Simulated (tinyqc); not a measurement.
Phonon-assisted absorption at an indirect gap, step by step. Values are carried at full precision from step to step, so a last printed digit may differ when a step is redone from the rounded ones.

alpha(E) = sum_j A_j [N_j (E - Eg + w_j)^2 + (N_j + 1)(E - Eg - w_j)^2], each bracket counted only where its base is positive; N_j = 1/(exp(w_j/kB T) - 1). The first term absorbs a phonon and the second emits one; excitons and direct transitions are left out.

Constants: kB = 8.617333262e-05 eV/K.

Inputs chosen for the exercise (loosely those of GaP at room temperature; Eg is not tied to T; shifted at random, so the results belong to these values and not to a real crystal): Eg = 2.216 eV (indirect gap, held fixed unless listed); w = (46.8, 12.7) meV (two zone-edge phonons); A = (5800, 280) 1/(cm eV^2) (their strengths); T = 500 K; E = 2.448 eV (photon energy); nr = 3.41 (refractive index); d = 190 micrometre (thickness); xj = 0.65 micrometre (dead layer at the surface); W = 0.81 micrometre (depleted width); L = 25 micrometre (minority diffusion length below it).

## The four branches at one energy

Evaluate the occupations and each term.

N_j: 0.5094  2.917

terms with phonon absorption (1/cm): 229.7  48.91

terms with phonon emission (1/cm): 300.3  52.75

alpha = 631.6 1/cm
wavelength hc/E (hc = 1239.841984 eV nm) = 506.5 nm

Phonon absorption supplies 44.1 % of alpha; the depth 1/alpha is 15.8 micrometre.

## What a slab does with it

Slab of thickness d in air, incoherent passes: R = ((nr - 1)/(nr + 1))^2, x = exp(-alpha d); transmitted Tr = (1 - R)^2 x/(1 - R^2 x^2), reflected Rt = R + (1 - R)^2 R x^2/(1 - R^2 x^2), absorbed Ab = (1 - R)(1 - x)/(1 - R x).

d in cm is 1e-4 times the value in micrometres.

R = 0.2986
x = 0.0000
Tr = 0.0000
Rt = 0.2986
Ab = 0.7014

A single pass would absorb (1 - R)(1 - x) = 0.7013; the back face adds 0.0000.

## Quantum efficiency of a diode

Photodiode (Gaertner form with a dead layer): QE = (1 - R) exp(-alpha xj) [1 - exp(-alpha W)/(1 + alpha L)], R = ((nr - 1)/(nr + 1))^2; responsivity = QE/E in A/W for E in eV.

Evaluate the factors; 1 micrometre = 1e-4 cm.

passes the dead layer = 0.9598
collected share = 0.6316
QE = 0.4252
responsivity = 0.1737 A/W

Without diffusion from below the collected share would be 0.0499.

## Checks

- Tr + Rt + Ab against 1: both 1.000000.

Run: tinyqc, `OMP_NUM_THREADS=1 python tinyqc.py 1680471 1680472 out.jsonl`; Intel(R) Xeon(R) Processor @ 2.30GHz, one thread, shared host; about 0.01 s of CPU time with all checks.
